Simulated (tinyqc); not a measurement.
# Junction parameters from two forward currents

Problem. D(v) = J1 (exp(v/Vt) - 1) + J2 (exp(v/(2 Vt)) - 1). Find J1, J2 and the voltage 2 Vt ln(J2/J1) near which both parts are equal.

Parameters, values chosen for the exercise:

| symbol | value | unit | meaning |
|---|---|---|---|
| T | 398 | K | temperature |

Constants: q = 1.602176634e-19 C, kB = 1.380649e-23 J/K, Vt = kB T/q. Results are converted to the units shown.

junction voltages (V): 0.3  0.61
currents (uA/um): 9.4619991e-7  1.4035094e-4

Answer. The current is linear in J1 and J2, so two points give two equations.

J1 = 1.00e-12 uA/um
J2 = 1.20e-8 uA/um
crossover = 0.644 V

Program tinyqc, `OMP_NUM_THREADS=1 python tinyqc.py 2182161 2182162 out.jsonl`; Intel Xeon 2.30GHz, shared host, one thread, about 0.2 s.
